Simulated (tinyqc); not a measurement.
Resistance of a tapered via with liner, size effect and interface: two steps of the calculation.

A round via whose diameter grows from db at the bottom as D(z) = db + 2 z/tan(ang). The fill, of diameter D - 2 tl, starts above the bottom liner (thickness fb tl) and has rho = rho0 (1 + ks lam/(D - 2 tl)); the sidewall liner conducts in parallel with it. The bottom liner and the interface are crossed over the full area pi db^2/4. Spreading in the lines above and below is left out.

Inputs (values chosen for the exercise); fill metal close to molybdenum: diameter at the bottom db = 18 nm; height hv = 62 nm; sidewall angle ang = 86 degrees; bulk resistivity of the fill rho0 = 5.16 uohm cm; mean free path of the fill lam = 10.9 nm; size-effect factor ks = 0.9; liner on the sidewall tl = 0.2 nm; liner at the bottom over that on the sidewall fb = 0.5; resistivity of the liner rl = 220 uohm cm; interface resistivity at the bottom ri = 1.6e-12 ohm cm^2; ballistic conductance per area, about 3/(4 rho0 lam) Sb = 1.3e15 S/m^2.

Question 1. Slices of the via. Slices between z0 = fb tl and hv, evaluated at their midpoints: conductance per length pi/4 [(D - 2 tl)^2/rho + (D^2 - (D - 2 tl)^2)/rl], slice resistance = slice height over that. 8 slices.

Wanted: z; D; rho; slice resistance.

Answer 1.

| slice | z (nm) | D (nm) | rho (uohm cm) | slice resistance (ohm) |
|---|---|---|---|---|
| 0 | 3.9688 | 18.555 | 7.9482 | 2.3718 |
| 1 | 11.706 | 19.637 | 7.7913 | 2.0711 |
| 2 | 19.444 | 20.719 | 7.6512 | 1.8232 |
| 3 | 27.181 | 21.801 | 7.5252 | 1.6165 |
| 4 | 34.919 | 22.884 | 7.4114 | 1.4426 |
| 5 | 42.656 | 23.966 | 7.3080 | 1.2950 |
| 6 | 50.394 | 25.048 | 7.2137 | 1.1686 |
| 7 | 58.131 | 26.130 | 7.1273 | 1.0596 |

Question 2. Total resistance. R_fill = sum of the slices; R_bottom = rl fb tl/(pi db^2/4); R_interface = ri/(pi db^2/4); ballistic (Sharvin) limit 1/(Sb pi (db - 2 tl)^2/4); ideal cylinder rho0 hv/(pi db^2/4).

| slice | slice resistance (ohm) |
|---|---|
| 0 | 2.3718413 |
| 1 | 2.0710731 |
| 2 | 1.8231577 |
| 3 | 1.6165428 |
| 4 | 1.4426412 |
| 5 | 1.2949682 |
| 6 | 1.1685570 |
| 7 | 1.0595539 |

Give: parts; R; shares; ballistic limit; ideal cylinder.

Answer 2.

parts (ohm): fill 12.85, bottom liner 0.8645, interface 0.6288
R = 14.34 ohm
shares (%): fill 89.59, bottom liner 6.03, interface 4.38
ballistic limit = 3.162 ohm
ideal cylinder = 12.57 ohm

The fill is the largest part, and R is 1.14 times the ideal cylinder. With 2000 slices R = 14.353 ohm.

Program tinyqc, `OMP_NUM_THREADS=1 python tinyqc.py 2750192 2750193 out.jsonl`; Intel Xeon 2.30GHz, shared host, one thread, about 0.01 s.
